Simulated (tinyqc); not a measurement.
Square on-chip spiral inductor, lumped pi model: two steps of the calculation.

Outer diameter do = di + 2 n wd + 2 (n - 1) sp, mean da = (do + di)/2, fill p = (do - di)/(do + di), length l = 4 n da. L = 2.34 mu0 n^2 da/(1 + 2.75 p), mu0 = 4 pi 1e-7 H/m. Rs = rho l/(wd delta (1 - exp(-th/delta))), delta = sqrt(rho/(pi f mu0)). Cs = n wd^2 eps0 eo/hu across the coil. At each end Cox = l wd eps0 eo/(2 ho) leads to the substrate branch Rsi = 2 rs he/(l wd) in parallel with Csi = l wd eps0 11.7/(2 he). With one end grounded Y = 1/(Rs + i w L) + i w Cs + 1/[1/(i w Cox) + 1/(1/Rsi + i w Csi)], w = 2 pi f; Q = -Im Y/Re Y. Eddy currents in neighbouring turns and in the substrate are left out.

Values chosen for this exercise; values of the order met in silicon radio-frequency processes: number of turns n = 5.5; line width wd = 8 um; space between turns sp = 2 um; inner diameter di = 140 um; metal thickness th = 4 um; metal resistivity rho = 1.9 uohm cm; oxide below the coil ho = 9.9 um; oxide between coil and underpass hu = 1.2 um; relative permittivity of the oxide eo = 3.9; substrate resistivity rs = 1000 ohm cm; effective spreading depth in the substrate he = 50 um; frequency f = 1.4 GHz.

Constants: eps0 = 8.8541878128e-12 F/m. Results are converted to the units shown.

Problem 1. Geometry and model elements. do, l, L, delta, Rs, Cs, Cox, Rsi and Csi as defined.

Give: do; l; L; delta; Rs; Cs; Cox; Rsi; Csi.

Solution 1.

do = 246.0 um
l = 4246 um
L = 9.781 nH
delta = 1.854 um
Rs = 6.150 ohm
Cs = 10.13 fF
Cox = 59.24 fF
Rsi = 2.944e4 ohm
Csi = 35.19 fF

Problem 2. Admittance, quality factor and apparent inductance. Series branch 1/(Rs + i w L), substrate branch, total Y, Q = -Im Y/Re Y, apparent inductance Im(1/Y)/w, metal-only value w L/Rs, share of the loss in the substrate Re(substrate branch)/Re Y.

L = 9.7810711 nH
Rs = 6.1500043 ohm
Cs = 10.129191 fF
Cox = 59.240419 fF
Rsi = 29439.472 ohm
Csi = 35.188809 fF

Wanted: series branch; substrate branch; Y; Q; apparent inductance; w L/Rs; share of the loss in the substrate.

Solution 2.

series branch = 0.827-11.564i mS
substrate branch = 0.01335+0.19473i mS
Y = 0.840-11.280i mS
Q = 13.430
apparent inductance = 10.023 nH
w L/Rs = 13.990
share of the loss in the substrate = 1.5891 %

Q is 96.0 % of the metal-only value.

Computed by the program tinyqc: `OMP_NUM_THREADS=1 python tinyqc.py 2302186 2302187 out.jsonl`, one thread of a shared Intel Xeon 2.30GHz, about 0.01 s for the whole run.
